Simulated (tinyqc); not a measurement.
One-electron ion in a basis of Gaussians, step by step. One step of it, computed by the program tinyqc.

Problem. Matrices over normalised Gaussians. With p = a_i + a_j and I(k) = Gamma((k+1)/2) / (2 p^((k+1)/2)): S = I(2l+2), T = (2l+3) a_i a_j S / p, V = -Z I(2l+1), each divided by sqrt(S_ii S_jj).

exponents of r^l exp(-a r^2) (1/bohr^2): 0.133800  0.181200  0.245400  0.332300  0.449900

Z = 1

l = 0

Give: S; T; V.

Solution.

S:
```
       1      2      3      4      5
1  1.000  0.983  0.934  0.861  0.771
2  0.983  1.000  0.983  0.934  0.861
3  0.934  0.983  1.000  0.983  0.934
4  0.861  0.934  0.983  1.000  0.983
5  0.771  0.861  0.934  0.983  1.000
```

T (hartree):
```
       1      2      3      4      5
1  0.201  0.227  0.243  0.246  0.238
2  0.227  0.272  0.307  0.329  0.334
3  0.243  0.307  0.368  0.416  0.445
4  0.246  0.329  0.416  0.498  0.564
5  0.238  0.334  0.445  0.564  0.675
```

V (hartree):
```
        1       2       3       4       5
1  -0.584  -0.623  -0.649  -0.663  -0.664
2  -0.623  -0.679  -0.724  -0.755  -0.772
3  -0.649  -0.724  -0.791  -0.843  -0.879
4  -0.663  -0.755  -0.843  -0.920  -0.981
5  -0.664  -0.772  -0.879  -0.981  -1.070
```
